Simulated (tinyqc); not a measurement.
Worked calculation: CIS and TDHF on RHF in the sto-3g basis, frozen core, for BeH+, spin multiplicity 1. One step of it, computed by the program tinyqc.

Task: CIS matrix, triplets. A(ia,jb) = (e_a - e_i) d_ij d_ab - (ij|ab).

orbital energies (hartree): MO1 -5.035237, MO2 -0.781630, MO3 -0.270144, MO4 -0.153034, MO5 -0.153034, MO6 0.491860

Two-electron integrals over orbitals (pq|rs), unique and non-zero (hartree); the lowest 1 orbital is frozen and left out:
```
(22|22) 0.567568    (32|22) -0.063878   (32|32) 0.026084    (33|22) 0.323449
(33|32) 0.021903    (33|33) 0.479168    (42|42) 0.043026    (43|42) 0.029656
(43|43) 0.053244    (44|22) 0.382616    (44|32) 0.011926    (44|33) 0.402169
(44|44) 0.449859    (52|52) 0.043026    (53|52) 0.029656    (53|53) 0.053244
(54|54) 0.024249    (55|22) 0.382616    (55|32) 0.011926    (55|33) 0.402169
(55|44) 0.401360    (55|55) 0.449859    (62|22) 0.087276    (62|32) -0.043418
(62|33) -0.023592   (62|44) -0.038684   (62|55) -0.038684   (62|62) 0.120779
(63|22) -0.057659   (63|32) 0.021456    (63|33) 0.058603    (63|44) 0.010861
(63|55) 0.010861    (63|62) -0.041220   (63|63) 0.044205    (64|42) -0.030855
(64|43) -0.017237   (64|64) 0.028163    (65|52) -0.030855   (65|53) -0.017237
(65|65) 0.028163    (66|22) 0.550104    (66|32) -0.059122   (66|33) 0.356231
(66|44) 0.384961    (66|55) 0.384961    (66|62) 0.112619    (66|63) -0.051293
(66|66) 0.578898
```

Give: CIS matrix A, triplet.

Result:

CIS matrix A, triplet (hartree), lower triangle:
```
        2>3     2>4     2>5     2>6
2>3  0.1880
2>4  0.0000  0.2460
2>5  0.0000  0.0000  0.2460
2>6  0.0577  0.0000  0.0000  0.7234
```
